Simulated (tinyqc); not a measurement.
Pump-down curve: gas flow in a process chamber: flow regimes, conductance, effective pumping speed, pump-down, outgassing and purge. Computed by tinyqc, a small Python program. Command: `OMP_NUM_THREADS=1 python tinyqc.py 3121248 3121249 out.jsonl pump walk`. One thread of a shared host (Intel(R) Xeon(R) Processor @ 2.30GHz), about 0.04 s of CPU time with the checks.

Ideal gas, isothermal flow, a pump of constant speed at the end of a round pipe; process gas, volume gas and outgassing are given the same properties. 1 sccm = 101325 Pa x 1e-6 m^3/60 s x T/273.15 K.

Inputs (values chosen for the exercise, modelled on water vapour near room temperature):
```
quantity                     value            unit
molar mass M                 18.02           g/mol
molecular diameter            0.46              nm
viscosity eta                  9.9   micropascal s
temperature T                  293               K
chamber volume V                72               L
wall area                     0.61             m^2
pipe diameter d                6.3              cm
pipe length l                   17              cm
pump speed S                    30             L/s
outgassing rate after 1 h  2.7e-06  Pa m^3/(s m^2)
outgassing exponent n         0.75               -
starting pressure p0           190              Pa
```

Constants: k_B = 1.380649e-23 J/K; u = 1.6605390666e-27 kg.

Method:
- Mean speed c = sqrt(8 k_B T/(pi m)); aperture conductance C_a = c pi d^2/16; molecular pipe C_m = C_a/(1 + 3 l/(4 d)) (Dushman form); viscous pipe C_v = pi d^4 p_mean/(128 eta l); Knudsen interpolation C = C_v + C_m (1 + x)/(1 + 1.24 x), x = d p_mean sqrt(m/(k_B T))/eta.
- Effective speed 1/S_eff = 1/S + 1/C_m; time constant V/S_eff; pressure at which the free path k_B T/(sqrt2 pi d_m^2 p) equals d.
- Pump-down: V dp/dt = -S_eff(p) p + q(t) A, with S_eff = S p_2/p, where p_2 solves C((p + p_2)/2) (p - p_2) = S p_2 at each moment, and q(t) = q_1 (1 h/(t + 10 s))^n; integrated adaptively. At long times p = q(t) A/S_eff.
- S_eff(p) is tabulated at 260 pressures and interpolated in ln p. Comparison columns: p0 exp(-t/time constant) with the molecular S_eff (0 below 1e-26 p0), and the outgassing limit.

time constant = 2.87614 s

S_eff in molecular flow = 25.0336 L/s

Pressure against time:
```
t (s)       p (Pa)  S_eff (L/s)  volume gas only (Pa)  outgassing limit (Pa)
0.3     1.6769e+02       29.977            1.7118e+02             5.3183e-03
1       1.2530e+02       29.969            1.3420e+02             5.0624e-03
3       5.4531e+01       29.929            6.6951e+01             4.4662e-03
10      3.0658e+00       28.933            5.8717e+00             3.2331e-03
30      4.4141e-03       24.995            5.6076e-03             1.9224e-03
100     9.1910e-04       25.025            1.5095e-13             9.0023e-04
300     4.1688e-04       25.029                     0             4.1388e-04
1000    1.7105e-04       25.032                     0             1.7067e-04
3600    6.5696e-05       25.033                     0             6.5655e-05
20000   1.8177e-05       25.033                     0             1.8174e-05
100000  5.4372e-06       25.034                     0             5.4371e-06
```

What follows from these numbers?

From t = 100 s on the pressure is within 20 % of the outgassing limit, which falls only as (t + 10 s)^-0.75: walls, not volume, set the time to base pressure.
